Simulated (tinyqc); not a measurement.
Octagonal on-chip spiral inductor, lumped pi model: one step of the calculation.

Outer diameter do = di + 2 n wd + 2 (n - 1) sp, mean da = (do + di)/2, fill p = (do - di)/(do + di), length l = 3.314 n da. L = 2.25 mu0 n^2 da/(1 + 3.55 p), mu0 = 4 pi 1e-7 H/m. Rs = rho l/(wd delta (1 - exp(-th/delta))), delta = sqrt(rho/(pi f mu0)). Cs = n wd^2 eps0 eo/hu across the coil. At each end Cox = l wd eps0 eo/(2 ho) leads to the substrate branch Rsi = 2 rs he/(l wd) in parallel with Csi = l wd eps0 11.7/(2 he). With one end grounded Y = 1/(Rs + i w L) + i w Cs + 1/[1/(i w Cox) + 1/(1/Rsi + i w Csi)], w = 2 pi f; Q = -Im Y/Re Y. Eddy currents in neighbouring turns and in the substrate are left out.

Task. Admittance, quality factor and apparent inductance. Series branch 1/(Rs + i w L), substrate branch, total Y, Q = -Im Y/Re Y, apparent inductance Im(1/Y)/w, metal-only value w L/Rs, share of the loss in the substrate Re(substrate branch)/Re Y.

Inputs (values chosen for the exercise): frequency f = 1.2 GHz.

L = 3.3629170 nH
Rs = 6.4326275 ohm
Cs = 2.3020888 fF
Cox = 16.340260 fF
Rsi = 3126.1347 ohm
Csi = 6.6276093 fF

Find: series branch; substrate branch; Y; Q; apparent inductance; w L/Rs; share of the loss in the substrate.

Result.

series branch = 9.400-37.054i mS
substrate branch = 0.03670+0.10334i mS
Y = 9.437-36.933i mS
Q = 3.9136
apparent inductance = 3.3710 nH
w L/Rs = 3.9417
share of the loss in the substrate = 0.38885 %

Q is 99.3 % of the metal-only value.

tinyqc, about 0.01 s, one thread, Intel Xeon 2.30GHz (shared host): `OMP_NUM_THREADS=1 python tinyqc.py 2302233 2302234 out.jsonl`
